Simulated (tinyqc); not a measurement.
# Undoped symmetric double-gate MOSFET, analytic potential model: effects of single changes

An undoped body of thickness ts between two equal insulators and tied gates; long channel, electrons only, n = ni exp((psi - V)/Vt) with V the quasi-Fermi potential (0 at the source, Vd at the drain), constant mobility, no quantisation. Across the body psi(x) = V - 2 Vt ln[(ts/(2 beta)) sqrt(q ni/(2 eps0 eps_r Vt)) cos(2 beta x/ts)], x from the centre. Q is the electron charge per area of the whole body.

Parameters, values chosen for the exercise; material values close to those of In0.53Ga0.47As: temperature T = 250 K; band gap Eg = 0.74 eV; relative permittivity of the semiconductor eps_r = 13.9; conduction-band density of states at T Nc = 1.61e17 cm^-3; valence-band density of states at T Nv = 5.83e18 cm^-3; relative permittivity of the gate insulator eox = 24.8; insulator thickness tox = 10 nm; body thickness ts = 15 nm; gate work function less that of the intrinsic body dphi = -0.2 V; channel mobility mu = 120 cm^2/(V s); gate length L = 0.5 um; drain voltage Vd = 0.1 V.

Constants: q = 1.602176634e-19 C, kB = 1.380649e-23 J/K, Vt = kB T/q, eps0 = 8.8541878128e-14 F/cm where lengths are in cm. Results are converted to the units shown.

Each table varies one quantity; the others keep the values above.

## Effect of the gate work function less that of the intrinsic body

ni = sqrt(Nc Nv) exp(-Eg/(2 Vt)), Eg in volts; r = eps_r tox/(eox ts); V0 = dphi + 2 Vt ln[(2/ts) sqrt(2 eps0 eps_r Vt/(q ni))]. beta (between 0 and pi/2) solves (Vg - V0 - V)/(2 Vt) = ln(beta) - ln(cos beta) + 2 r beta tan(beta). Q = 8 eps0 eps_r Vt beta tan(beta)/ts; I = mu (1/L)(4 eps0 eps_r/ts)(2 Vt)^2 [g(beta_s) - g(beta_d)] per width, g = beta tan(beta) - beta^2/2 + r beta^2 tan^2(beta), with beta_s at V = 0 and beta_d at V = Vd.  I(low) is taken at Vg = -0.09 V, Qs and I(high) at Vg = 0.66 V.

Result of one run:
```
dphi (V),V0 (V),I(low) (nA/um),Qs(high) (nC/cm^2),I(high) (uA/um)
-0.3,0.05926,0.7087,2125,46.18
```

What becomes of these results when the gate work function less that of the intrinsic body dphi is changed from -0.3 to -0.25 V, all else the same?

Result of the changed run:
```
dphi (V),V0 (V),I(low) (nA/um),Qs(high) (nC/cm^2),I(high) (uA/um)
-0.25,0.1093,0.06965,1924,41.40
```

The whole series:
```
dphi (V),V0 (V),I(low) (nA/um),Qs(high) (nC/cm^2),I(high) (uA/um)
-0.35,0.009257,7.148,2327,51.00
-0.3,0.05926,0.7087,2125,46.18
-0.25,0.1093,0.06965,1924,41.40
-0.2,0.1593,0.006839,1725,36.67
-0.15,0.2093,6.715e-4,1528,32.01
-0.1,0.2593,6.593e-5,1333,27.43
-0.05,0.3093,6.473e-6,1142,22.95
```

As dphi goes from -0.35 to -0.05 V, I(low) falls from 7.15 to 6.47e-6 nA/um and I(high) falls from 51.0 to 23.0 uA/um. V0 rises from 0.00926 to 0.309 V. In every row the surface density at the source at the higher gate voltage passes 0.3 Nc, where Boltzmann statistics fail.

## Effect of the insulator thickness

Same model as above.

The same in every row: V0 (V) = 0.1593.

Effect of the insulator thickness:
```
tox (nm),I(low) (nA/um),Qs(high) (nC/cm^2),I(high) (uA/um)
3.3,0.006839,4659,97.75
4.8,0.006839,3335,70.31
6.9,0.006839,2409,51.00
10,0.006839,1725,36.67
14,0.006839,1272,27.15
21,0.006839,880.3,18.86
30,0.006839,635.7,13.66
```

As tox goes from 3.3 to 30 nm, I(low) stays near 0.00684 nA/um and I(high) falls from 97.7 to 13.7 uA/um. On average I(low) is independent of tox and I(high) goes as tox^(-0.89). Below threshold no voltage drops over the insulator in this long-channel model, so its thickness does not matter there. In every row the surface density at the source at the higher gate voltage passes 0.3 Nc, where Boltzmann statistics fail.

## Output curve

Q = 8 eps0 eps_r Vt beta tan(beta)/ts; I = mu (1/L)(4 eps0 eps_r/ts)(2 Vt)^2 [g(beta_s) - g(beta_d)] per width, g = beta tan(beta) - beta^2/2 + r beta^2 tan^2(beta), with beta_s at V = 0 and beta_d at V = Vd.

In this table Vg = 0.46 V.

Output curve:
```
Vd (V),Qd (nC/cm^2),Qd/Qs,I (uA/um)
0.06,738.58,0.77303,12.186
0.11,566.18,0.59259,20.006
0.16,404.41,0.42327,25.817
0.22,230.91,0.24168,30.358
0.27,112.94,0.11821,32.390
0.32,34.435,0.036041,33.226
0.38,3.3904,0.0035486,33.432
0.43,0.34871,3.6497e-4,33.448
0.48,0.034402,3.6007e-5,33.450
```

What does the comparison show?

The current rises from 12.2 to 33.4 uA/um, while the charge at the drain end falls from 0.77 to 3.6e-5 of that at the source. The current first comes within 1 % of its last value at Vd = 0.32 V among the rows. Over the last rows Qd falls by a factor of e for each Vt of drain voltage: the drain end is in weak inversion. In every row the surface density at the source passes 0.3 Nc, where Boltzmann statistics fail.

Program tinyqc, `OMP_NUM_THREADS=1 python tinyqc.py 2440041 2440042 out.jsonl`; Intel Xeon 2.30GHz, shared host, one thread, about 0.01 s.
